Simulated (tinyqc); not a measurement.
Quasiparticle equation with a plasmon-pole self-energy for two band edges: sweeps and comparisons. A value that a table varies takes the place of the one given here.

For each edge E = e + X + Sc(E), with the correlation part Sc(E) = A[0]/(E - a + w) + A[1]/(E - b - w); a and b are the valence and conduction energies that enter the Green function (a = ev, b = ec in the one-shot scheme). Z = 1/(1 - dSc/dE), dSc/dE = -A[0]/(E - a + w)^2 - A[1]/(E - b - w)^2.

Inputs chosen for the exercise (scales of the order of those of SiO2; shifted at random, so the results belong to these values and not to a real crystal):
- ev = 0 eV (mean-field valence top)
- ec = 5.47 eV (mean-field conduction edge)
- w = 18.4 eV (pole energy)
- Av = (64.9, 35.3) eV^2 (weights of the valence state on the hole and electron poles)
- Ac = (34.4, 69.7) eV^2 (the same for the conduction state)
- Xv = -3.86 eV (exchange minus the mean-field potential, valence)
- Xc = 5.43 eV (the same, conduction)

## Schemes compared

Z = 1; linearised; exact one-shot; energies updated in G (a, b); updated in G and W, where w grows by half of the opening of the gap (a rule chosen for the exercise).

Results (eV):
```
scheme               Ev     Ec     gap  opening
mean field        0.000  5.470   5.470    0.000
Z = 1            -1.812  8.553  10.365    4.895
linearised       -1.445  7.905   9.350    3.880
one-shot, exact  -1.431  7.857   9.288    3.818
update G         -1.580  8.327   9.907    4.437
update G and W   -1.882  8.664  10.545    5.075
```

What does this show?

The openings run from 3.818 (one-shot, exact) to 5.075 eV (update G and W). Linearising moves the gap by 62 meV, updating G +619 meV and updating W a further +638 meV: once Z is kept, the level of self-consistency matters more than linearising.

## The starting point

The mean-field gap is opened by d (ev lowered by d/2, ec raised by d/2) and X is changed by the opposite amounts, so that e + X stays; one-shot and G-updated gaps.

Gaps (eV):
```
d    start  one-shot  update G
0.0  5.470    9.2880    9.9071
0.2  5.670    9.3179    9.9071
0.4  5.870    9.3477    9.9071
0.6  6.070    9.3771    9.9071
0.9  6.370    9.4209    9.9071
1.2  6.670    9.4641    9.9071
1.6  7.070    9.5208    9.9071
```

How do the results move?

The one-shot gap moves by a fraction 0.15 of any change of the starting gap, while the updated gap, 9.9071 eV, does not depend on it. The two agree where the start already equals the result, near d = 4.44 eV. A real change of starting point alters the orbitals and the screening too; this model holds both fixed.

## What each parameter does

Exact one-shot edges and Z of the valence state there. Each row changes one parameter from the base and keeps the others.

Results:
```
case                     Ev (eV)  Ec (eV)  gap (eV)       Z
base                     -1.4307   7.8573    9.2880  0.7809
w = 19.32 eV             -1.5484   8.0061    9.5544  0.7959
Xv = -3.96 eV            -1.5087   7.8573    9.3660  0.7799
Xc = 5.53 eV             -1.4307   7.9329    9.3636  0.7809
ec = 5.57 eV             -1.4264   7.9536    9.3799  0.7813
Av = (68.15, 35.3) eV^2  -1.2822   7.8573    9.1395  0.7762
Ac = (34.4, 73.18) eV^2  -1.4307   7.6942    9.1249  0.7809
```

What does this show?

The largest shifts from the base row, up to three for each result and ties (the steps differ in size, so this ranks the rows, not the parameters). Ev (eV): Av +0.1485, w -0.1177, Xv -0.0780; unchanged at the printed digits by Xc and Ac. Ec (eV): Ac -0.1631, w +0.1488, ec +0.0962; unchanged at the printed digits by Xv and Av. gap (eV): w +0.2665, Ac -0.1631, Av -0.1485. Z: w +0.0150, Av -0.0048, Xv -0.0011; unchanged at the printed digits by Xc and Ac.

tinyqc: `OMP_NUM_THREADS=1 python tinyqc.py 1850059 1850060 out.jsonl`; about 0.02 s, one thread, shared Intel(R) Xeon(R) Processor @ 2.30GHz.
